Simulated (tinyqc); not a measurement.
# Worked calculation: valence-band offset from core levels (Kraut method), with the dipole against the affinity rule

tinyqc, about 0.01 s, one thread, Intel Xeon 2.30GHz (shared host): `OMP_NUM_THREADS=1 python tinyqc.py 2410063 2410064 out.jsonl` Printed values are rounded.

Binding energies are counted downwards from the Fermi level. dEv > 0 means that the valence edge of B lies below that of A, dEc > 0 that the conduction edge of B lies above that of A; dEc + dEv = EgB - EgA. The spectra are made-up values treated as data.

Parameters, values chosen for the exercise; gaps and affinities close to those of In0.53Ga0.47As (A) and silicon nitride (B):
```
symbol,value,unit,meaning
EgA,0.75,eV,gap of the substrate A
EgB,5.33,eV,gap of the overlayer B
chiA,4.47,eV,electron affinity of A
chiB,2.12,eV,electron affinity of B
cA,90.1,eV,core level of bare A
cB,68.44,eV,core level of thick B
vB,4.5,eV,valence-band maximum of thick B
ei,5.9,,relative permittivity inside the dipole layer
dd,0.16,nm,thickness of the dipole layer
iA,90.42,eV,core level of A under a thin film of B
iB,66.41,eV,core level of B in that thin film
bg,68,,background counts in the gap
```

Constants: q = 1.602176634e-19 C, eps0 = 8.8541878128e-14 F/cm where lengths are in cm. Results are converted to the units shown.

## Valence-band maximum of bare A

| point | binding energy (eV) | counts on the leading edge |
|---|---|---|
| 0 | 0.59 | 397 |
| 1 | 0.71 | 545 |
| 2 | 0.83 | 710 |
| 3 | 0.95 | 860 |
| 4 | 1.07 | 1001 |
| 5 | 1.19 | 1159 |

Fit a straight line to the leading edge by least squares; the maximum vA lies where it meets the background.

slope = 1268.571 counts/eV
intercept = -350.3619 counts
vA = 0.3297898 eV

## Offsets

dEv = (iB - iA) - (cB - vB) + (cA - vA), dEc = EgB - EgA - dEv.

cA - vA = 89.77021 eV
cB - vB = 63.94 eV
iB - iA = -24.01 eV
dEv = 1.820210 eV
dEc = 2.759790 eV

The alignment is type I (straddling). Both offsets exceed 1 eV, the usual requirement for a gate dielectric. A rigid shift of all levels, by charging or doping, cancels in the differences.

## Interface dipole

The affinity rule gives dEc(0) = chiA - chiB; the dipole step is D = dEc - dEc(0), and two sheets of opposite charge dd apart hold N = eps0 ei |D|/(q dd).

dEc(0) = 2.35 eV
D = 0.4097898 eV
N = 8.350866e13 cm^-2
field in the dipole layer = 25.61186 MV/cm

N is 0.12 elementary charges for each of about 7e14 surface atoms per cm^2.
